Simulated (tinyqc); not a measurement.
Worked calculation: heterojunction of two tight-binding chains. Values are carried at full precision from step to step, so a last printed digit may differ when a step is redone from the rounded ones.

Left chain: hopping -t1, sites at 2 t1 (band bottom 0). Right chain: hopping -t2, sites at dE + 2 t2 (bottom dE). t = c/(m a^2), c = hbar^2/2m0. The bond across the interface is -tc with tc = f sqrt(t1 t2), and the last left site has the extra energy U. In a chain E = bottom + 2t (1 - cos(ka)); the surface Green function of a half chain is g = -exp(ika)/t, with Im k > 0 where cos(ka) > 1.

Constants: hbar^2/2m0 = 3.80998211 eV angstrom^2.

Inputs chosen for the exercise (masses and offset of the size met at InGaAs / InAlAs; the results hold for these values, not for the real material):
- a = 4 angstrom (site spacing)
- m1 = 0.043 m0 (mass on the left)
- m2 = 0.082 m0 (mass on the right)
- f = 0.89 (factor on the interface hopping)
- dE = 0.54 eV (band offset)
- E = 0.592 eV (electron energy)
- U = 0 eV (extra energy on the last left site)

## Hoppings

Form t1, t2 and tc.

t1 = 5.5378 eV
t2 = 2.9039 eV
tc = 3.5690 eV

## Wave numbers and velocities

The left chain has hopping t1 and band bottom 0, the right one t2 and dE. cos(ka) = 1 - (E - bottom)/(2t); dE/dk = 2 t a sin(ka).

ka (rad): left 0.32843, right 0.13392

dE/dk (eV angstrom): left 14.2901, right 3.1018

## Self-energies on the last left site

Hoppings t1 (left), t2 (right), tc (interface); g is the surface Green function of a half chain. The rest of the left chain gives S1 = t1^2 g1 = -t1 exp(i k1 a); the right chain gives S2 = tc^2 g2 = -(tc^2/t2) exp(i k2 a).

S1 = -5.24176-1.78626i eV
S2 = -4.34719-0.58566i eV

## Transmission

The last site of the left chain has energy 2 t1 + U, and S1, S2 are the self-energies of the two half chains on it. G = 1/(E - 2 t1 - U - S1 - S2); T = 4 Im(S1) Im(S2) |G|^2.

G = -0.1392-0.3691i 1/eV
T = 0.6512

A fraction 0.3488 is reflected although the electron lies above the step.

## Checks

- T from the Green function against 1 - |r|^2 from matching plane waves: both 0.651166.

Program tinyqc; command `OMP_NUM_THREADS=1 python tinyqc.py 1450645 1450646 out.jsonl`; about 0.01 s on one thread of a shared Intel(R) Xeon(R) Processor @ 2.30GHz.
